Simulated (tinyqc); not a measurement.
Inside a calculation. Model: oxide trap near a transistor channel: two-state multiphonon kinetics, telegraph noise and bias instability. Computed by tinyqc, a small Python program that keeps every step. Command: `OMP_NUM_THREADS=1 python tinyqc.py 3001218 3001219 out.jsonl oxidetrap walk`. One thread of a shared host (Intel(R) Xeon(R) Processor @ 2.30GHz), about 0.01 s of CPU time with the checks. Intermediate numbers are printed to about 6 digits and carried at full precision; extremes and crossings named in words are read from the listed rows.

An n-channel device under positive gate bias. The trap is empty (state 1) or holds an electron (state 2); both states are parabolas of equal curvature, and the electron reservoir is taken at the Fermi level of the channel.

Inputs (values chosen for the exercise, with an insulator like SiO2 on silicon):
```
quantity,value,unit
insulator constant eps_ox,4,-
insulator thickness t_ox,5.1,nm
trap depth x from the interface,0.92,nm
tunnel barrier phi_b,3.12,eV
tunnelling mass m_ox,0.38,m_0
trap level above E_F at zero field E_t,0.79,eV
relaxation energy E_R,0.86,eV
oxide field F,6.7,MV/cm
attempt rate k_0 at the interface,2e+12,1/s
temperature T,450,K
channel width W,93,nm
channel length L,30,nm
frequency f,2000,Hz
stress time t_s,0.07,s
trap density N_t,2.9e+17,cm^-3 eV^-1
mean capture barrier mu_c,1.5,eV
spread of the barriers s_c,0.13,eV
saturation shift dV_max,83,mV
```

Parts treated: one trap and an ensemble.

Constants: hbar^2/(2 m_0) = 3.80998212 eV angstrom^2; k_B = 8.617333262e-05 eV/K; e = 1.602176634e-19 C; eps_0 = 8.8541878128e-12 F/m.

## Tunnelling factor

kappa = sqrt(2 m_ox phi_b)/hbar = sqrt(m_ox phi_b/(hbar^2/2m_0)); attenuation length lambda = 1/(2 kappa); factor exp(-x/lambda) for a rectangular barrier.

kappa = 5.57837 1/nm

attenuation length lambda = 0.0896319 nm

tunnelling factor = 3.48587e-05

Caution: a field 1.5 times as high comes near the usual breakdown field of such an insulator.

## Barriers and time constants

E_21 = E_t - e F x is the energy of state 2 over state 1; barriers E_c = (E_R + E_21)^2/(4 E_R), E_e = E_c - E_21; tau_c = exp(E_c/k_B T)/(k_0 P), tau_e = exp(E_e/k_B T)/(k_0 P), P the tunnelling factor; occupation f_2 = tau_e/(tau_c + tau_e); 1/tau_0 = 1/tau_c + 1/tau_e.

E_21 = 0.1736 eV

capture barrier E_c = 0.310561 eV

emission barrier E_e = 0.136961 eV

capture time tau_c = 4.31307e-05 s

emission time tau_e = 4.90401e-07 s

occupation f_2 = 0.0112423

tau_0 = 4.84888e-07 s

The trap is almost always empty at this bias.

## Step height and noise

Charge-sheet step dV = e (t_ox - x)/(eps_ox eps_0 W L); Lorentzian spectrum S(f) = 4 dV^2 tau_0^2/((tau_c + tau_e)(1 + (2 pi f tau_0)^2)); corner 1/(2 pi tau_0); variance dV^2 f_2 (1 - f_2) = dV^2 tau_0/(tau_c + tau_e).

threshold step dV = 6.77757 mV

corner frequency = 328230 Hz

S(f) = 9.90326e-13 V^2/Hz

root-mean-square noise = 0.714573 mV

f lies below the corner, on the flat part. Random dopants and current percolation, left out here, spread real steps around this value.

## Stress and recovery of one trap

From the zero-field occupation f(0), f(t) = f_2 + (f(0) - f_2) exp(-t/tau_0) under the field; after t_s the field is removed and f relaxes with the zero-field constants.

occupation at zero field = 1.42033e-09

tau_0 at zero field = 1.48803e-08 s

occupation after stress = 0.0112423

half-time of recovery = 1.03142e-08 s

## Bias dependence of the times

The formulas are those given above.

Against field:
```
F (MV/cm),E_21 (eV),tau_c (s),tau_e (s),f_2
0.00,0.79000,1.04766e+01,1.48803e-08,1.42033e-09
2.01,0.60508,1.39580e-01,2.33467e-08,1.67264e-07
4.02,0.42016,3.10516e-03,6.11644e-08,1.96973e-05
5.36,0.29688,3.26554e-04,1.54542e-07,4.73026e-04
6.70,0.17360,4.31307e-05,4.90401e-07,1.12423e-02
8.04,0.05032,7.15445e-06,1.95442e-06,2.14562e-01
10.05,-0.13460,7.40985e-07,2.38376e-05,9.69852e-01
```

ln(tau_c/tau_e) falls by e x/k_B T = 2.372 per MV/cm, which measures the depth x if the change of surface potential with bias is left aside. Over these rows tau_c shortens by 7.15 decades and tau_e lengthens by 3.20; the shares differ because E_21 is not small against E_R. The times cross at F = E_t/(e x) = 8.59 MV/cm.

## Many traps: 1/f noise

McWhorter number fluctuations for traps uniform in depth and energy: S_V = e^2 k_B T N_t lambda/(W L C_ox^2 f), C_ox = eps_ox eps_0/t_ox. The number of traps within k_B T in energy and one decade in time is N_t k_B T lambda ln(10) W L.

C_ox = 0.694446 microF/cm^2

1/f noise S_V(f) = 9.61513e-11 V^2/Hz

active traps per decade = 0.00647539

With less than one active trap per decade a single device shows separate Lorentzians; 1/f is only the average over many devices. Caution: N_t k_B T lambda ln(10) W L, the number of active traps per decade, is below one, so S_V is only the mean over many devices.

## Many traps: shift under stress

For a normal spread of capture barriers (given for the stress field, with depth and field not resolved, k_0 being taken as the effective rate of the ensemble), traps with barrier below k_B T ln(k_0 t) are filled: dV(t) = (dV_max/2) erfc((mu_c - k_B T ln(k_0 t))/(sqrt(2) s_c)); local exponent n = d ln dV/d ln t (central difference, factor 1.01 in t).

filling front k_B T ln(k_0 t_s) = 0.995234 eV

shift after t_s = 0.00428501 mV

local time exponent n = 1.22718

## Power law or saturation

The extrapolation continues the power law fitted through 10 s and 1000 s.

Against stress time:
```
t (s),shift (mV),local exponent,power law (mV),shift at T + 50 K (mV)
1.00e-03,1.08038e-05,1.59044e+00,1.94201e-03,3.72820e-04
1.00e-01,6.60250e-03,1.19703e+00,3.62145e-02,1.48096e-01
1.00e+01,6.75325e-01,8.15633e-01,6.75325e-01,6.85753e+00
1.00e+03,1.25934e+01,4.61891e-01,1.25934e+01,4.60768e+01
1.00e+05,5.26898e+01,1.76650e-01,2.34842e+02,7.90195e+01
1.00e+07,7.94419e+01,2.84070e-02,4.37932e+03,8.29412e+01
3.00e+08,8.27394e+01,2.85190e-03,3.80053e+04,8.29993e+01
```

The exponent falls from 1.590 to 0.003 as the front climbs the distribution, so the power law overstates the shift at 3e8 s (about ten years) by a factor 459. Heating by 50 K raises the shift at 1000 s by a factor 3.66: time and temperature enter only through T ln(k_0 t).

Checks made by the program: detailed balance tau_c/tau_e = exp(E_21/k_B T) (relative difference below 1e-10); the integral of S(f) against the variance (relative difference below 1e-10).
